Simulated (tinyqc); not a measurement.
Full law against its linear and parabolic limits: Deal-Grove kinetics of thermal oxidation of silicon. Computed by tinyqc, a small Python program. Command: `OMP_NUM_THREADS=1 python tinyqc.py 3026093 3026094 out.jsonl oxide walk`. One thread of a shared host (Intel(R) Xeon(R) Processor @ 2.30GHz), about 0.06 s of CPU time with the checks.

Oxidant diffuses through the oxide and reacts at the interface, so that dx/dt = B/(A + 2x) for the oxide thickness x.

Inputs (values chosen for the exercise, close to those used for silicon): prefactor B0 = 720 um^2/h; activation energy E_B = 1.23 eV; prefactor (B/A)0 = 6.64e+06 um/h; activation energy E_A = 1.98 eV; temperature T = 1000 C; oxidant pressure p = 2 atm; pressure exponent m of B/A = 0.75; initial oxide x_i = 0.1 um; time t = 1.1 h.

Ambient: dry oxygen. Surface: (111).

Constants: k_B = 8.617333262e-05 eV/K.

Method:
- B = B0 p exp(-E_B/(k_B T)), B/A = (B/A)0 p^m exp(-E_A/(k_B T)), p in atm; A = B/(B/A).
- Temperatures in kelvin are T(C) + 273.15.
- tau = (x_i^2 + A x_i)/B and x = (A/2) [sqrt(1 + 4 B (t + tau)/A^2) - 1], the root of x^2 + A x = B (t + tau).
- Silicon consumed is 0.44 times the oxide grown; the rate is B/(A + 2x).
- Linear limit x = (B/A)(t + tau); parabolic limit x = sqrt(B (t + tau)).

tau = 1.13005 h

length A = 0.120034 um

parabolic constant B = 0.0194713 um^2/h

linear constant B/A = 0.162214 um/h

Thickness (um):
```
t (h)     full  linear limit  parabolic limit    2x/A
0.05   0.10301        0.1914          0.15158   1.716
0.1    0.10597        0.1995          0.15476   1.766
0.25   0.11455        0.2239          0.16392   1.909
0.5    0.12798        0.2644          0.17815   2.132
1      0.15230        0.3455          0.20365   2.538
2      0.19405        0.5077          0.24687   3.233
4      0.26168        0.8322          0.31605   4.360
8      0.36586        1.4810          0.42163   6.096
16     0.52063        2.7787          0.57753   8.675
32     0.74539        5.3742          0.80317  12.420
```

What does the comparison show, and why?

Both limits lie above the full result, since each drops one resistance. The linear law overshoots by 86 % in the first row and 620 % in the last, the parabolic law by 47 % and 7.8 %. The parabolic law is the better one in every row, as 2x/A stays above 1.24.
